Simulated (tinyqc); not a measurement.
What moves the results: conductance of a narrow metal strip with scatterers (square lattice, Green functions). A value that a table varies takes the place of the one given here.

A strip of W sites across with hard walls, site energy 0 and hopping -t. Mode n = 1 to W has profile chi_n(j) = sqrt(2/(W + 1)) sin(n j pi/(W + 1)) and energy en = -2t cos(n pi/(W + 1)); E = en - 2t cos(kn a). With z_n = exp(i kn a) (Im k > 0 for closed modes, |z| < 1) each lead gives the self-energy -t z_n in mode n. One column carries the site energies v, here one foreign atom. In the mode basis V_nm = sum_j chi_n(j) v_j chi_m(j), G = (E - en + 2 t z_n - V)^-1, and t_nm = 2t sqrt(sin(kn a) sin(km a)) G_nm in size for open modes. T = sum |t_nm|^2, conductance (2e^2/h) T.

Constants: e^2/h = 3.874045865e-05 S.

Parameters, chosen for this exercise (hopping and spacing of the size met in Cu or Al; the lattice is a model; not measured data):

| symbol | value | unit | meaning |
|---|---|---|---|
| t | 1.98 | eV | hopping |
| W | 5 |  | sites across |
| v | (0, 0, 4.6, 0, 0) | eV | site energies in the scattering column |
| a | 2.42 | angstrom | spacing |
| E | 1.25 | eV | Fermi energy |

## Conductance steps with and without the scatterer

E is varied across the lower half of the band.

Against energy:

| E/t | E (eV) | open modes | T | reflected |
|---|---|---|---|---|
| -3.30 | -6.534 | 1 | 0.8461 | 0.1539 |
| -2.95 | -5.841 | 2 | 1.9087 | 0.0913 |
| -2.65 | -5.247 | 2 | 1.9343 | 0.0657 |
| -2.30 | -4.554 | 2 | 1.9569 | 0.0431 |
| -1.95 | -3.861 | 3 | 2.2560 | 0.7440 |
| -1.65 | -3.267 | 3 | 2.5889 | 0.4111 |
| -1.30 | -2.574 | 3 | 2.6862 | 0.3138 |
| -0.95 | -1.881 | 4 | 3.7350 | 0.2650 |
| -0.65 | -1.287 | 4 | 3.7715 | 0.2285 |
| -0.30 | -0.594 | 4 | 3.9174 | 0.0826 |
| 0.05 | 0.099 | 5 | 4.2072 | 0.7928 |

The clean strip goes from 1 to 5 open modes. The reflected flux ranges from 0.043 (E/t = -2.3) to 0.793 (E/t = 0.05). A scatterer on one site acts on one combination of modes only, so it can reflect at most one unit.

## The same scatterer in wider strips

Width (W + 1) a; the strength is the entry of v largest in size. The foreign atom sits at site W/2 + 1, rounded down. Added resistance (1/T - 1/M)/(2 e^2/h), M the number of open modes.

Against width:

| W | width (angstrom) | M | T | T/M | added resistance (ohm) |
|---|---|---|---|---|---|
| 3 | 9.7 | 2 | 1.8797 | 0.9398 | 413.0 |
| 4 | 12.1 | 3 | 2.0446 | 0.6815 | 2010.4 |
| 5 | 14.5 | 4 | 3.1632 | 0.7908 | 853.6 |
| 6 | 16.9 | 5 | 4.2025 | 0.8405 | 489.8 |
| 8 | 21.8 | 6 | 5.2225 | 0.8704 | 320.3 |
| 10 | 26.6 | 8 | 7.1624 | 0.8953 | 188.7 |
| 14 | 36.3 | 11 | 10.1709 | 0.9246 | 95.6 |
| 20 | 50.8 | 15 | 14.1232 | 0.9415 | 53.4 |

The added resistance is 413 ohm at W = 3 and 53.4 at W = 20; from W = 10 to 20 it changes by a factor 0.28, where 1/M gives 0.53 and 1/M^2 gives 0.28. A point scatterer removes at most one unit of M (here 0.12 to 0.96), so its resistance is at most 1/(M (M - 1)) in units of h/2e^2, without bound for M = 1, with jumps where modes open or where the site sits near a node of the open modes; the largest value is at W = 4 (2010 ohm).

## What each change does

Open modes M, T and the added resistance (1/T - 1/M)/(2 e^2/h). Each row changes one parameter from the base and keeps the others.

Results:

| case | M | T | added resistance (ohm) |
|---|---|---|---|
| base | 4 | 3.1632 | 854 |
| t = 2.059 eV | 4 | 3.1740 | 840 |
| E = 1.41 eV | 4 | 3.2123 | 791 |
| v = (0, 0, 5.98, 0, 0) eV | 4 | 3.0303 | 1032 |

The largest shifts from the base row, up to three for each result and ties (the steps differ in size, so this ranks the rows, not the parameters). M: unchanged at the printed digits by t, E and v. T: v -0.1328, E +0.0491, t +0.0109. added resistance (ohm): v +179, E -62, t -14.

Program tinyqc; command `OMP_NUM_THREADS=1 python tinyqc.py 1481632 1481633 out.jsonl`; about 0.01 s on one thread of a shared Intel(R) Xeon(R) Processor @ 2.30GHz.
